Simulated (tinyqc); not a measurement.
Short-channel transistor, virtual-source model with series resistance: effect of the threshold at zero drain voltage on the on and off currents.

The current per gate width is the charge at the top of the source barrier (the virtual source) times its velocity times a saturation function; al and be are fitting constants of the model. Units: I in uA/um, Rs in ohm um, so I Rs = 1e-6 I Rs in volts; Q in uC/cm^2, so I = 1e-4 Q vx0 Fsat with vx0 in cm/s.

Intrinsic voltages Vg' = Vgs - I Rs, Vd' = Vds - 2 I Rs. n = n0 + nd Vd', VT = VT0 - dl Vd', Ff = 1/(1 + exp((Vg' - VT + al Vt/2)/(al Vt))), Q = Cinv n Vt ln(1 + exp((Vg' - VT + al Vt Ff)/(n Vt))), Vdsat = (vx0 L/mu)(1 - Ff) + Vt Ff, Fsat = u/(1 + u^be)^(1/be) with u = Vd'/Vdsat, and I = Q vx0 Fsat per width. I is solved self-consistently. Ion is I at Vgs = Vds = 0.75 V, Ioff at Vgs = 0, Vds = 0.75 V, and Rlin = Vds/I at Vgs = 0.75 V, Vds = 0.05 V.

Inputs (values chosen for the exercise):
```
symbol   value        unit                                                         meaning
T          273           K                                                     temperature
Cinv      1.74     uF/cm^2                                           inversion capacitance
vx0     1.72e7        cm/s                                  velocity at the virtual source
mu          94  cm^2/(V s)                                               apparent mobility
L           32          nm                                                  channel length
dl       0.097         V/V                                  drain-induced barrier lowering
n0        1.26                                                         subthreshold factor
nd           0         1/V                                  growth of n with drain voltage
al         3.5              threshold shift (in units of Vt) from weak to strong inversion
be         1.4                                                     sharpness of saturation
Rs         150      ohm um                               series resistance of each contact
```

Constants: q = 1.602176634e-19 C, kB = 1.380649e-23 J/K, Vt = kB T/q. Results are converted to the units shown.

Effect of the threshold at zero drain voltage on the on and off currents:
```
VT0 (V),Ion (uA/um),Ioff (nA/um),log10(Ion/Ioff),Rlin (ohm um)
0.15,862.2,2.380e4,1.559,634.1
0.2,809.3,7976,2.006,664.6
0.25,754.7,2147,2.546,701.0
0.3,698.5,496.5,3.148,745.3
0.35,640.7,104.5,3.787,799.9
0.4,581.5,20.81,4.446,868.8
0.45,521.2,4.011,5.114,957.5
0.5,459.8,0.7592,5.782,1075
```

What does the table show?

As VT0 goes from 0.15 to 0.5 V, Ion falls from 862 to 460 uA/um, Ioff falls from 23800 to 0.759 nA/um and Rlin rises from 634 to 1080 ohm um. Ion changes by a factor of 0.533 and Ioff by 3.19e-5. The off current depends on it through an exponential, the on current about linearly. For VT0 = 0.15 to 0.25 V the off current passes 1 uA/um, so the device is hardly off at Vgs = 0.

Computed by the program tinyqc: `OMP_NUM_THREADS=1 python tinyqc.py 2380080 2380081 out.jsonl`, one thread of a shared Intel Xeon 2.30GHz, about 0.01 s for the whole run.
